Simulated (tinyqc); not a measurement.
Inside a calculation. Model: self-consistent Fermi level with native defects, at growth and after a quench. Computed by tinyqc, a small Python program that keeps every step. Command: `OMP_NUM_THREADS=1 python tinyqc.py 3028747 3028748 out.jsonl scfermi walk`. One thread of a shared host (Intel(R) Xeon(R) Processor @ 2.30GHz), about 0.05 s of CPU time with the checks. Intermediate numbers are printed to about 5 digits and carried at full precision; extremes and crossings named in words are read from the listed rows.

Energies are counted from the top of the valence band (VBM); when the gap shrinks with temperature the conduction band moves and the levels stay. The added dopant is taken as fully ionised. D and A draw on one reservoir with opposite signs, as the two vacancies of a compound do.

Inputs (values chosen for the exercise, with bands modelled on CdTe):
```
quantity                                value   unit
gap E_g at 300 K                         1.51     eV
slope -dE_g/dT above 300 K            0.00025   eV/K
electron mass m_e                      0.0948    m_0
valleys M_c                                 1      -
hole mass m_h                           0.613    m_0
E_f of the neutral native donor D       2.099     eV
E_f of the neutral native acceptor A    1.664     eV
shift s of the chemical potential       -0.13     eV
site density N_s                      3.7e+22  cm^-3
dopant density N_X                    7.3e+17  cm^-3
growth temperature T_g                   1150      K
temperature of use T                      300      K
```

Added shallow dopant: donor.

levels of D above the VBM, most positive state first (eV): 0.842

levels of A above the VBM, (0/-1) first (eV): 0.902

Constants: m_0 = 9.1093837015e-31 kg; k_B = 1.380649e-23 J/K; h = 6.62607015e-34 J s; k_B = 8.617333262e-05 eV/K.

## Formation energies at E_F = 0

E_f(D, 0) = input + s and E_f(A, 0) = input - s; E_f(q, E_F = 0) follows from the levels, eps(q/q-1) = E_f(q - 1) - E_f(q) at E_F = 0.

E_f(q, E_F = 0) (eV): D(+1) 1.127, D(0) 1.969, A(0) 1.794, A(-1) 2.696

## Bands at growth

E_g(T) = E_g - slope x max(0, T - 300 K). N_c = 2 M_c (2 pi m_e k_B T/h^2)^(3/2) and N_v = 2 (2 pi m_h k_B T/h^2)^(3/2), masses in units of m_0. At growth T = T_g.

E_g(T_g) = 1.2975 eV

N_c(T_g) = 5.4973e+18 cm^-3

N_v(T_g) = 9.0392e+19 cm^-3

k_B T_g = 0.099099 eV

## Charges across the gap at T_g

n = N_c F_1/2((E_F - E_g)/k_B T), p = N_v F_1/2(-E_F/k_B T). F_1/2(eta) = (2/sqrt(pi)) int_0^infinity sqrt(x)/(1 + exp(x - eta)) dx, by the trapezoid rule in t = sqrt(x) with step 0.02 up to t = 12 (for eta < -12 by exp(eta) - exp(2 eta)/2^(3/2)). In equilibrium c_q = N_s exp(-(E_f(q, 0) + q E_F)/k_B T). Net charge = p - n + sum q c_q + N_X; the log ratio is ln(positive charge/negative charge). Entries near or above N_s lie outside the dilute limit and only show that E_F cannot go there.

Densities (cm^-3):
```
E_F (eV)           n           p  charge on D  charge on A  log ratio
0.065     2.1818e+13  4.0134e+19   2.2098e+17   1.0916e+11     14.443
0.260     1.5609e+14  6.3951e+18   3.0888e+16   7.8097e+11     10.728
0.454     1.1055e+15  9.2245e+17   4.3612e+15   5.5313e+12      7.307
0.649     7.9055e+15  1.2934e+17   6.0958e+14   3.9573e+13      4.684
0.843     5.5819e+16  1.8269e+16   8.6068e+13   2.8028e+14      2.591
1.038     3.9085e+17  2.5537e+15   1.2030e+13   2.0052e+15      0.623
1.233     2.4515e+18  3.5695e+14   1.6815e+12   1.4346e+16     -1.217
```

## Equilibrium at growth

E_F is the root of the log ratio, by 50 bisections between -0.5 eV and E_g + 0.5 eV.

E_F at growth = 1.1017 eV

n at growth = 7.2753e+17 cm^-3

p at growth = 1.3426e+15 cm^-3

Defects at growth:
```
state  E_f (eV)   c (cm^-3)
D(+1)    2.2287  6.3248e+12
D(0)     1.9690  8.6941e+13
A(0)     1.7940  5.0833e+14
A(-1)    1.5943  3.8140e+15
```

total D = 9.3266e+13 cm^-3

total A = 4.3223e+15 cm^-3

The largest part of the positive charge comes from the dopant (100 %) and that of the negative charge from electrons (99 %).

## After the quench to T

After a quench the totals of D and A stay as grown, and each is shared among its charge states with weights exp(-(E_f(q, 0) + q E_F)/k_B T).

E_F after the quench = 1.5187 eV

n after the quench = 7.2568e+17 cm^-3

p after the quench = 3.6970e-07 cm^-3

Frozen defects:
```
state   c (cm^-3)  share of its total
D(+1)  3.9974e+02          4.2861e-12
D(0)   9.3266e+13          1.0000e+00
A(0)   1.8868e+05          4.3653e-11
A(-1)  4.3223e+15          1.0000e+00
```

The material is n-type with 7.26e17 carriers per cm^3. Carriers of the sign that the dopant should give amount to 99 % of its density.

## Slow cooling against a quench

Each E_F by bisection; full equilibrium lets the defects form and vanish at every T.

Two histories (densities in cm^-3):
```
T (K)  E_F, equilibrium (eV)           n           p  all defects  E_F, frozen (eV)   n, frozen   p, frozen
980                   1.1947  7.2935e+17  5.1047e+13   7.2889e+14            1.1943  7.2586e+17  5.1306e+13
810                   1.2838  7.2994e+17  5.4970e+11   6.0742e+13            1.2834  7.2570e+17  5.5317e+11
640                   1.3683  7.3000e+17  6.2969e+08   1.2985e+12            1.3680  7.2568e+17  6.3386e+08
470                   1.4473  7.3000e+17  7.1410e+03   1.5088e+09            1.4470  7.2568e+17  7.1911e+03
300                   1.5189  7.3000e+17  3.6676e-07   6.2198e+02            1.5187  7.2568e+17  3.6970e-07
```

At 300 K equilibrium would leave 622 defects per cm^3 against 4.42e15 frozen in, and E_F is the same within 1 meV. The majority density of the quenched sample is 0.99 times the equilibrium one. Real samples lie between, set by the temperature at which diffusion stops.

Checks made by the program: neutrality at growth (relative difference below 1e-10).
